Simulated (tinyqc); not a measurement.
Gate voltage for a given inversion charge.

Problem. p-type body, charge-sheet picture, depletion and inversion only, full ionisation (an idealisation for deep acceptors), Boltzmann statistics (rough once Na exp(x - xn) passes about Nc/7). In units of Vt: xg = (Vg - Vfb)/Vt, x = psi/Vt, G = gamma/sqrt(Vt), xn = (2 phiF + Vc)/Vt. The implicit equation is (xg - x)^2 = G^2 [x - 1 + exp(x - xn)] for x above about 3. Cox = eps0 eox/tox. ni = sqrt(Nc Nv) exp(-Eg/(2 Vt)), Eg in volts; phiF = Vt ln(Na/ni); gamma = sqrt(2 q eps0 eps_r Na)/Cox. N_inv = (Cox Vt G/q) [sqrt(x - 1 + exp(x - xn)) - sqrt(x - 1)]. Find x - xn, psi and Vg.

Inputs (values chosen for the exercise); band and dielectric values those of a made-up semiconductor:
- T = 350 K (temperature)
- Eg = 1.21 eV (band gap)
- eps_r = 9.66 (relative permittivity)
- Nc = 2.87e19 cm^-3 (conduction-band density of states at T)
- Nv = 3.98e19 cm^-3 (valence-band density of states at T)
- eox = 3.9 (relative permittivity of the gate insulator (close to silicon dioxide))
- tox = 8.2 nm (insulator thickness)
- Na = 1.6e17 cm^-3 (acceptor density)
- Vfb = -0.42 V (flat-band voltage)
- Vc = 0 V (channel-body voltage)

Constants: q = 1.602176634e-19 C, kB = 1.380649e-23 J/K, Vt = kB T/q, eps0 = 8.8541878128e-14 F/cm where lengths are in cm. Results are converted to the units shown.

N_inv = 4e11 cm^-2

Answer. N_inv rises steadily with x, so it fixes x; the implicit equation then gives xg directly.

x - xn = 3.131
psi = 0.9815 V
Vg = 1.199 V

Computed by the program tinyqc: `OMP_NUM_THREADS=1 python tinyqc.py 2122081 2122082 out.jsonl`, one thread of a shared Intel Xeon 2.30GHz, about 0.01 s for the whole run.
